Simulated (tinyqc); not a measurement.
p-type polysilicon, carrier trapping at grain boundaries: two steps of the calculation.

One-dimensional grains of size Lg, uniform ionised doping N, monovalent traps Qt at each boundary at a depth Et below (for electrons) or above (for holes) the band edge there, abrupt depletion of width W on each side of a boundary, Boltzmann statistics. xi is the distance from the band edge at the grain centre to the Fermi level. Trapped charge Qt/(1 + exp((xi + VB - Et)/Vt)) = 2 N W, barrier VB = q N W^2/(2 eps0 eps_r).

Values chosen for this exercise; values of the order met in polycrystalline silicon:
```
symbol,value,unit,meaning
T,300,K,temperature
eps_r,11.7,,relative permittivity
NB,2.65e19,cm^-3,valence-band density of states at T
Lg,62,nm,grain size
Qt,2.9e12,cm^-2,trap density of a grain boundary
Et,0.44,eV,depth of the trap level from the majority band edge at the boundary
ms,0.47,m0,mass for thermionic emission
fe,1,,correction factor of the emission rate
mug,73,cm^2/(V s),mobility inside the grains
N,1.9e17,cm^-3,doping
```

Constants: q = 1.602176634e-19 C, kB = 1.380649e-23 J/K, m0 = 9.1093837015e-31 kg, Vt = kB T/q, eps0 = 8.8541878128e-14 F/cm where lengths are in cm. Results are converted to the units shown.

Task 1. Depletion width, Fermi level and barrier. If the trap equation with xi = Vt ln(NB/N) has a root W < Lg/2, the grain is partly depleted; otherwise W = Lg/2 and the trap equation gives xi = Et - VB + Vt ln(Qt/(N Lg) - 1). N* = Qt/Lg.

Give: N*; W; xi; VB; share of traps filled.

Result 1.

N* = 4.6774e17 cm^-3
W = 31.000 nm
xi = 0.30862 V
VB = 0.14120 V
share of traps filled = 0.40621

N is 0.406 N*, and the grain is fully depleted; VB = 5.46 Vt.

Task 2. Resistivity and effective mobility. n0 = NB exp(-xi/Vt); mean density n0 (1 - 2 W/Lg) by charge balance in a partly depleted grain, and n0 (sqrt(pi)/2) erf(u)/u with u = sqrt(VB/Vt) in a fully depleted one; v = sqrt(kB T/(2 pi ms m0)); barrier resistivity Vt exp(VB/Vt)/(q fe n0 v Lg); grain resistivity (1 - 2 W/Lg)/(q n0 mug); effective mobility 1/(q mean density total resistivity).

W = 31 nm
xi = 0.30861905 V
VB = 0.14119613 V

Wanted: n0; mean density; v; barrier resistivity; grain resistivity; resistivity; effective mobility.

Result 2.

n0 = 1.733e14 cm^-3
mean density = 6.564e13 cm^-3
v = 3.924e6 cm/s
barrier resistivity = 9015 ohm cm
grain resistivity = 0.000 ohm cm
resistivity = 9015 ohm cm
effective mobility = 10.55 cm^2/(V s)

The resistivity is 20000 times that of a single crystal with the same N and mobility mug, and the mean density is 0.0345 % of N.

Computed by the program tinyqc: `OMP_NUM_THREADS=1 python tinyqc.py 2830277 2830278 out.jsonl`, one thread of a shared Intel Xeon 2.30GHz, about 0.01 s for the whole run.
